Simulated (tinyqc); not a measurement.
Inside a calculation. Method: plane-wave Kohn-Sham cycle with exchange-only LDA in a layered model solid. Computed by tinyqc, a small Python program that keeps every step. Settings: points = 16, plane-wave index or count = 3, electrons = 2, k points = 2, area = 15.0, mixing = 0.1, iteration cap = 53, Kerker q0 = 1.42. Command: `OMP_NUM_THREADS=1 python tinyqc.py 22308 22309 out.jsonl` (the two numbers bound the seeds that draw the settings). One thread of a shared host (Intel(R) Xeon(R) Processor @ 2.60GHz), about 0.02 s of CPU time with the checks. Later iterations appear only in the table of the cycle.

## Iteration 1: potential

A solid whose potential varies along x alone (atomic units):
```
parameter                      value
period a                    6.000000
cross-section of the cell  15.000000
electrons per cell                 2
grid points                       16
plane waves -n..n, n               3
k points                           2
V1 in V1 cos(2 pi x/a)     -0.290000
```

density at the start, on the grid x_j = j a/N (e/bohr^3): [0.02222222, 0.02222222, 0.02222222, 0.02222222, 0.02222222, 0.02222222, 0.02222222, 0.02222222, 0.02222222, 0.02222222, 0.02222222, 0.02222222, 0.02222222, 0.02222222, 0.02222222, 0.02222222]

V_H(G) = 4 pi rho(G)/G^2 for G != 0 (uniform background); v_x = -(3 rho/pi)^(1/3); V = V_ext + V_H + v_x; Fourier components f(G_m) = (1/N) sum_j f(x_j) exp(-i G_m x_j).

Potentials on the grid (hartree):
```
x             V_ext       V_H        v_x          V
0.000000  -0.290000  0.000000  -0.276855  -0.566855
0.375000  -0.267925  0.000000  -0.276855  -0.544780
0.750000  -0.205061  0.000000  -0.276855  -0.481916
1.125000  -0.110978  0.000000  -0.276855  -0.387834
1.500000          0  0.000000  -0.276855  -0.276855
1.875000   0.110978  0.000000  -0.276855  -0.165877
2.250000   0.205061  0.000000  -0.276855  -0.071794
2.625000   0.267925  0.000000  -0.276855  -0.008930
3.000000   0.290000  0.000000  -0.276855   0.013145
3.375000   0.267925  0.000000  -0.276855  -0.008930
3.750000   0.205061  0.000000  -0.276855  -0.071794
4.125000   0.110978  0.000000  -0.276855  -0.165877
4.500000          0  0.000000  -0.276855  -0.276855
4.875000  -0.110978  0.000000  -0.276855  -0.387834
5.250000  -0.205061  0.000000  -0.276855  -0.481916
5.625000  -0.267925  0.000000  -0.276855  -0.544780
```

V(G_m), m = 0, 1, 2, ... (hartree): [-0.276855, -0.145000, 0.000000, 0.000000, 0.000000, 0.000000, 0.000000]

## Iteration 1: Hamiltonian at one k

k = 0.250000 2 pi / a

H(m,m') = (k + G_m)^2/2 delta + V(G_m - G_m'), with V(-G) = V(G).

H (hartree), order -3, -2, -1, +0, +1, +2, +3:
$$\begin{pmatrix}
3.869749 & -0.145000 & 0.000000 & 0.000000 & 0.000000 & 0.000000 & 0.000000 \\
-0.145000 & 1.402348 & -0.145000 & 0.000000 & 0.000000 & 0.000000 & 0.000000 \\
0.000000 & -0.145000 & 0.031570 & -0.145000 & 0.000000 & 0.000000 & 0.000000 \\
0.000000 & 0.000000 & -0.145000 & -0.242586 & -0.145000 & 0.000000 & 0.000000 \\
0.000000 & 0.000000 & 0.000000 & -0.145000 & 0.579881 & -0.145000 & 0.000000 \\
0.000000 & 0.000000 & 0.000000 & 0.000000 & -0.145000 & 2.498971 & -0.145000 \\
0.000000 & 0.000000 & 0.000000 & 0.000000 & 0.000000 & -0.145000 & 5.514683
\end{pmatrix}$$

## Iteration 1: levels at that k

Diagonalise the Hermitian matrix.

eigenvalues (hartree): [-0.326719, 0.074220, 0.595030, 1.409209, 2.502967, 3.878260, 5.521649]

## Iteration 1: new density

Motion across x is left out: the lowest 1 band(s) hold two electrons at each of the k points (j + 1/2)/nk - 1/2. Residual R = rho(out) - rho(in); rho(new) = rho(in) + 0.1 R, with R(G) scaled by G^2/(G^2 + 1.42^2) (Kerker). rho(out) = 2/(a A nk) sum |psi|^2 with psi = sum c exp(i G x). Harris energy E = band energy - dV sum rho (V_H/2 + v_x) + (3/4) dV sum rho v_x with rho(in), dV = a A/N, band energy = (2/nk) sum of the filled levels.

rho(out) (e/bohr^3): [0.04879499, 0.04564619, 0.03750563, 0.02737782, 0.01811883, 0.01123355, 0.00689637, 0.00463133, 0.00394115, 0.00463133, 0.00689637, 0.01123355, 0.01811883, 0.02737782, 0.03750563, 0.04564619]

density after iteration 1 (e/bohr^3): [0.02331545, 0.02315158, 0.02274622, 0.02228955, 0.02194156, 0.02175529, 0.02169442, 0.02169248, 0.02169794, 0.02169248, 0.02169442, 0.02175529, 0.02194156, 0.02228955, 0.02274622, 0.02315158]

energy per cell = -0.51500957 hartree

## Iteration 2: potential

As before.

Potentials on the grid (hartree):
```
x             V_ext        V_H        v_x          V
0.000000  -0.290000   0.009747  -0.281323  -0.561576
0.375000  -0.267925   0.008806  -0.280662  -0.539781
0.750000  -0.205061   0.006259  -0.279015  -0.477816
1.125000  -0.110978   0.002793  -0.277135  -0.385319
1.500000          0  -0.000808  -0.275685  -0.276493
1.875000   0.110978  -0.003938  -0.274903  -0.167863
2.250000   0.205061  -0.006262  -0.274646  -0.075847
2.625000   0.267925  -0.007661  -0.274638  -0.014374
3.000000   0.290000  -0.008126  -0.274661   0.007214
3.375000   0.267925  -0.007661  -0.274638  -0.014374
3.750000   0.205061  -0.006262  -0.274646  -0.075847
4.125000   0.110978  -0.003938  -0.274903  -0.167863
4.500000          0  -0.000808  -0.275685  -0.276493
4.875000  -0.110978   0.002793  -0.277135  -0.385319
5.250000  -0.205061   0.006259  -0.279015  -0.477816
5.625000  -0.267925   0.008806  -0.280662  -0.539781
```

V(G_m), m = 0, 1, 2, ... (hartree): [-0.276834, -0.142157, -0.000172, -0.000040, -0.000001, 0.000000, 0.000000]

## Iteration 2: Hamiltonian at one k

k = 0.250000 2 pi / a

As before.

H (hartree), order -3, -2, -1, +0, +1, +2, +3:
$$\begin{pmatrix}
3.869770 & -0.142157 & -0.000172 & -0.000040 & -0.000001 & 0.000000 & 0.000000 \\
-0.142157 & 1.402369 & -0.142157 & -0.000172 & -0.000040 & -0.000001 & 0.000000 \\
-0.000172 & -0.142157 & 0.031591 & -0.142157 & -0.000172 & -0.000040 & -0.000001 \\
-0.000040 & -0.000172 & -0.142157 & -0.242565 & -0.142157 & -0.000172 & -0.000040 \\
-0.000001 & -0.000040 & -0.000172 & -0.142157 & 0.579902 & -0.142157 & -0.000172 \\
0.000000 & -0.000001 & -0.000040 & -0.000172 & -0.142157 & 2.498992 & -0.142157 \\
0.000000 & 0.000000 & -0.000001 & -0.000040 & -0.000172 & -0.142157 & 5.514704
\end{pmatrix}$$

## Iteration 2: levels at that k

As before.

eigenvalues (hartree): [-0.323925, 0.073111, 0.594435, 1.408961, 2.502832, 3.877950, 5.521399]

## Iteration 2: new density

As before.

rho(out) (e/bohr^3): [0.04846108, 0.04536713, 0.03735975, 0.02737556, 0.01821684, 0.01137553, 0.00704381, 0.00477067, 0.00407592, 0.00477067, 0.00704381, 0.01137553, 0.01821684, 0.02737556, 0.03735975, 0.04536713]

density after iteration 2 (e/bohr^3): [0.02434336, 0.02402855, 0.02324831, 0.02236541, 0.02168678, 0.02131675, 0.02118900, 0.02117817, 0.02118624, 0.02117817, 0.02118900, 0.02131675, 0.02168678, 0.02236541, 0.02324831, 0.02402855]

energy per cell = -0.50956211 hartree

## Convergence

Stop when sqrt(dV sum R^2) is below 1e-8, dV = a A/N.

Course of the cycle:
```
iteration  E (hartree)  norm of the residual
1          -0.51500957              1.50e-01
2          -0.50956211              1.43e-01
3          -0.50456574              1.37e-01
4          -0.49999328              1.30e-01
5          -0.49581688              1.24e-01
6          -0.49200880              1.18e-01
7          -0.48854187              1.12e-01
8          -0.48538991              1.07e-01
9          -0.48252787              1.02e-01
10         -0.47993206              9.69e-02
11         -0.47758014              9.22e-02
...                ...                   ...
43         -0.45682319              1.79e-02
44         -0.45675304              1.70e-02
45         -0.45669012              1.62e-02
46         -0.45663367              1.54e-02
47         -0.45658303              1.46e-02
48         -0.45653761              1.39e-02
49         -0.45649685              1.32e-02
50         -0.45646028              1.25e-02
51         -0.45642747              1.19e-02
52         -0.45639802              1.13e-02
53         -0.45637159              1.07e-02
```

Not converged within 53 iterations: the residual falls steadily but slowly, by a factor of about 0.95 a step. Reruns (cap 100 unless said): mixing 0.5, Kerker q0 1.0: converged in 39 (E = -0.45614); mixing 0.3, Pulay depth 5: converged in 11 (E = -0.45614); the original settings with a cap of 400: converged in 326 (E = -0.45614).
